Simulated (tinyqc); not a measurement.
## Ballistic conductance of a hard-wall strip of a two-dimensional electron gas by counting modes: thermal smearing

Subband edges E_n = C (n pi/W)^2/m, n = 1, 2, ...; C = hbar^2/(2 m0). Every mode transmits fully; spin gives the factor 2 in 2 q^2/h, valleys the factor gv.

G = (2 q^2/h) gv M; at zero temperature M counts the edges below Ef, at T it is the sum of degeneracy times f. The smooth (Sharvin) count is kF W/pi, kF = sqrt(m Ef/C), and with the boundary term kF W/pi - 1/2. f = 1/(1 + exp((E_n - Ef)/Vt)).

Parameters, values chosen for the exercise:
- m = 0.042 m0 (mass)
- gv = 1 (valleys)
- Ef = 0.206 eV (Fermi energy above the 2D band edge)
- W = 55 nm (width)

Constants: q = 1.602176634e-19 C, kB = 1.380649e-23 J/K, hbar = 1.054571817e-34 J s, h = 6.62607015e-34 J s, m0 = 9.1093837015e-31 kg, Vt = kB T/q, hbar^2/(2 m0) = 0.0380998212 eV nm^2. Results are converted to the units shown.

Result of one run:
```
kB T (meV),M at T,G (uS)
6.635,7.930,614.4
```

Which temperature T gave this result: 2, 77, 220 or 400 K?

T = 77 K.

The whole series:
```
T (K),kB T (meV),M at T,G (uS)
2,0.1723,8.000,619.8
10,0.8617,8.000,619.8
30,2.585,7.998,619.7
77,6.635,7.930,614.4
150,12.93,7.843,607.7
220,18.96,7.814,605.4
300,25.85,7.784,603.1
400,34.47,7.732,599.1
```

M at T falls from 8.00 to 7.73; the integer count is 8. The edge nearest to Ef lies 16.6 meV from it, and M stays within 0.01 of the integer up to 30 K among the rows.

tinyqc, about 0.06 s, one thread, Intel Xeon 2.30GHz (shared host): `OMP_NUM_THREADS=1 python tinyqc.py 2740108 2740109 out.jsonl`
